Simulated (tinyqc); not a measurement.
Pinning of the barrier by interface states.

Cowley-Sze model with the space charge neglected: phiB = S (phiM - chi) + (1 - S)(Eg - phi0), S = 1/(1 + q Dit dl/(eps0 ei)), dl in cm.

Values chosen for this exercise; band and dielectric values those of a made-up semiconductor: band gap Eg = 1.08 eV; electron affinity chi = 4.94 eV; thickness of the interfacial layer dl = 0.4 nm; relative permittivity of the interfacial layer ei = 1; neutral level above the valence band phi0 = 0.3 eV; metal work function phiM = 5.32 eV.

Constants: q = 1.602176634e-19 C, eps0 = 8.8541878128e-14 F/cm where lengths are in cm. Results are converted to the units shown.

Results:

| Dit (cm^-2 eV^-1) | S | phiB (eV) | change of phiB for 0.5 eV more work function (eV) |
|---|---|---|---|
| 1e11 | 0.9928 | 0.3829 | 0.4964 |
| 3e11 | 0.9787 | 0.3885 | 0.4894 |
| 3e12 | 0.8216 | 0.4514 | 0.4108 |
| 1e13 | 0.5801 | 0.5480 | 0.2901 |
| 3e13 | 0.3153 | 0.6539 | 0.1577 |
| 1e14 | 0.1214 | 0.7314 | 0.06069 |
| 3e14 | 0.04403 | 0.7624 | 0.02201 |
| 1e15 | 0.01363 | 0.7745 | 0.006814 |

Estimate the missing row, Dit = 1e12 cm^-2 eV^-1.

Computed row:

| Dit (cm^-2 eV^-1) | S | phiB (eV) | change of phiB for 0.5 eV more work function (eV) |
|---|---|---|---|
| 1e12 | 0.9325 | 0.4070 | 0.4663 |

With this row back in the table: S falls from 0.993 to 0.0136, passing 1/2 at Dit = eps0 ei/(q dl) = 1.38e13 cm^-2 eV^-1. The barrier rises from 0.383 to 0.775 eV, from near the Schottky-Mott value phiM - chi = 0.380 eV towards the pinned value Eg - phi0 = 0.780 eV.

Computed by the program tinyqc: `OMP_NUM_THREADS=1 python tinyqc.py 2020028 2020029 out.jsonl`, one thread of a shared Intel Xeon 2.30GHz, about 0.07 s for the whole run.
